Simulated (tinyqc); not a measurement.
Single-oscillator infrared dielectric function of a polar cubic crystal: one step, computed by the program tinyqc.

One ion pair, charges +Z* and -Z*, in a cell of volume Omega = a^3/4. Frequencies omega are given as wavenumbers (1/cm); eps_s is the static dielectric constant.

Question. LO frequency and static constant from the Born charge. mu = M_A M_B/(M_A + M_B); ionic plasma term W^2 = 4 pi Z*^2 (e^2/(4 pi eps_0))/(Omega mu) in eV/(angstrom^2 u), turned into 1/cm by W = 15.6333042 x 33.35640952 x sqrt(W^2); omega_LO^2 = omega_TO^2 + W^2/eps_inf; eps_s = eps_inf + W^2/omega_TO^2; Szigeti charge 3 Z*/(eps_inf + 2); longitudinal (Callen) charge Z*/eps_inf.

Inputs (values chosen for the exercise, for a model crystal):
```
quantity,value,unit
lattice constant a,5,angstrom
mass M_A,12.8,u
mass M_B,12.3,u
omega_TO,318,1/cm
Born charge Z*,2.73,e
eps_inf,8.5,-
```

Structure: rock salt. Free carriers: absent.

Constants: nu for 1 eV/(angstrom^2 u) = 15.6333042 THz; 1 THz = 33.35640952 1/cm; e^2/(4 pi eps_0) = 14.39964548 eV angstrom.

Give: reduced mass mu; W; omega_LO; eps_s; Szigeti charge; Callen charge.

Answer.

reduced mass mu = 6.273 u

W = 1368 1/cm

omega_LO = 566.8 1/cm

eps_s = 27.00

Szigeti charge = 0.78 e

Callen charge = 0.3212 e

omega_LO/omega_TO = 1.782; the ions supply 69 % of eps_s, as in a strongly ionic or soft-mode crystal.
